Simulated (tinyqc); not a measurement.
Planar ballistic transistor, top-of-the-barrier model: one step of the calculation.

At the top of the source barrier, states moving towards the drain are filled by the source (Fermi level 0) and states moving back by the drain (Fermi level -q Vd); nothing scatters. U is the shift of the band edge there, set by the capacitances CG, CD and CS (the total) and by the charge. Parabolic two-dimensional band; the source is grounded.

Problem. Self-consistent potential at the barrier top. eta1 = -(E0 + U)/Vt, eta2 = eta1 - Vd/Vt, n = (N0/2)[F_0(eta1) + F_0(eta2)], F_0(x) = ln(1 + exp x). U(out) = UL + q (n - n0)/CS. Newton step: U(new) = U + (U(out) - U)/(1 + CQ/CS), CQ = (q/Vt) dn/d(eta1) with both F' summed; F_0'(x) = 1/(1 + exp(-x)).

Parameters, values chosen for the exercise; mass and valleys close to those of germanium: temperature T = 300 K; band edge at the barrier top above the source Fermi level at zero bias E0 = 0.22 eV; drain voltage Vd = 0.1 V.

Constants: q = 1.602176634e-19 C, kB = 1.380649e-23 J/K, Vt = kB T/q. Results are converted to the units shown.

U after iteration 1 = -0.27367429 eV
N0 = 5.3564002e12 cm^-2
CS = 2.7132343 uF/cm^2
n0 = 1.0789267e9 cm^-2
UL = -0.3844 eV

Give: eta1; eta2; n; U(out); CQ; U after iteration 2.

Solution.

eta1 = 2.0762
eta2 = -1.7920
n = 6.2897e12 cm^-2
U(out) = -0.013054 eV
CQ = 17.119 uF/cm^2
U after iteration 2 = -0.23802 eV

Numbers from tinyqc (`OMP_NUM_THREADS=1 python tinyqc.py 2400085 2400086 out.jsonl`; about 0.01 s on one thread of a shared Intel Xeon 2.30GHz).
